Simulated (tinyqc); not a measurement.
Shallow acceptor in the spherical four-band model, step by step. Values are carried at full precision from step to step, so a last printed digit may differ when a step is redone from the rounded ones.

Units Ry* = Ry/(g1 eps^2) and a* = a0 eps g1; mu = (6 g3 + 4 g2)/(5 g1) is the spherical heavy-light coupling and delta = (g3 - g2)/g1 the cubic term, which is left out.

Constants: Ry = 13.60569312 eV; a0 (Bohr radius) = 0.5291772105 angstrom.

Values chosen for the exercise (near those of a shallow acceptor in Si, where the small spin-orbit splitting and strong warping make this model rough; shifted at random, so the results belong to these values and not to a real crystal):

| symbol | value | unit | meaning |
|---|---|---|---|
| g1 | 4.29 |  | Luttinger gamma1 |
| g2 | 0.33 |  | gamma2 |
| g3 | 1.45 |  | gamma3 |
| eps | 12.3 |  | dielectric constant |
| al | (0.175, 1.05, 6.29) | 1/a*^2 | exponents a_i, the same for f and g |
| Dso | 0.044 | eV | spin-orbit splitting |

## Units and couplings

Give Ry*, a*, mu, delta and the spherical masses 1/(g1 (1 -/+ mu)).

Ry* = 20.963 meV
a* = 27.92 angstrom
mu = 0.46713
delta = 0.2611

heavy and light mass (m0): 0.4374  0.1589

A hydrogen model with the heavy mass would bind by Ry*/(1 - mu) = 39.3 meV and with the light mass by 14.3 meV. delta/mu = 0.56: the cubic term is not small, so the spherical result is a first estimate.

## Matrices in a small basis

The ground state 1S3/2 has an L = 0 part f(r) and an L = 2 part g(r). In units of Ry* and a*, with Gaussians f_i = exp(-a_i r^2), g_i = r^2 exp(-a_i r^2), A = a_i + a_j and I(n) = Gamma((n + 1)/2)/(2 A^((n + 1)/2)): S_ff = I(2), S_gg = I(6), H_ff = (6 a_i a_j/A) I(2) - 2 I(1), H_gg = (14 a_i a_j/A) I(6) - 2 I(5), H_fg = -mu [15 I(2) - 20 a_j I(4) + 4 a_j^2 I(6)]; each function is then normalised. The split-off band is left out.

Form S and H.

S, lower triangle:
```
        f1      f2      f3      g1      g2      g3
f1  1.0000
f2  0.5855  1.0000
f3  0.1849  0.5860  1.0000
g1       0       0       0  1.0000
g2       0       0       0  0.2868  1.0000
g3       0       0       0  0.0195  0.2873  1.0000
```

H (Ry*), lower triangle:
```
         f1       f2        f3       g1      g2       g3
f1  -0.8101
f2  -0.9355  -0.1204
f3  -0.8721  -0.4192   10.8657
g1  -0.3166  -0.5448   -0.2217   0.5129
g2  -0.0908  -1.8997   -3.2698   0.2202  5.6058
g3  -0.0062  -0.5458  -11.3799  -0.0132  2.6826  39.7610
```

## Ground state in the small basis

Solve H u = E S u for the lowest level of the acceptor; the first half of the basis is L = 0 and the second L = 2. Give E, E without the f-g block, and the L = 2 weight u_g S_gg u_g with u S u = 1.

E = -1.221 Ry*
E without coupling = -0.989 Ry*
L = 2 weight = 0.086

Without the coupling the exact value is -1, which this basis, tuned to the compact coupled state, misses by 0.011. The coupling to L = 2 takes the level to 1.22 times that exact value.

## Converged result

Converged values use 22 exponents 2.2^i, i = -7 to 14, for f and for g.
Ground and next level of the same symmetry, L = 2 weight and mean radius.

1S3/2 and 2S3/2 (Ry*): -1.250  -0.341

binding energies (meV): 26.2  7.1

L = 2 weight = 0.095
<r> = 34.6 angstrom

The small basis reaches 98 % of the binding. The ratio 1S/2S is 3.67 (4 for hydrogen). The binding is 0.60 of Dso, so the split-off band, left out here, would deepen it noticeably.

## Checks

- Level at mu = 0 against -1 Ry*: both -1.0000.
- Ground level from a second, denser basis, Ry*: both -1.250.

Program tinyqc; command `OMP_NUM_THREADS=1 python tinyqc.py 1280243 1280244 out.jsonl`; about 0.07 s on one thread of a shared Intel(R) Xeon(R) Processor @ 2.30GHz.
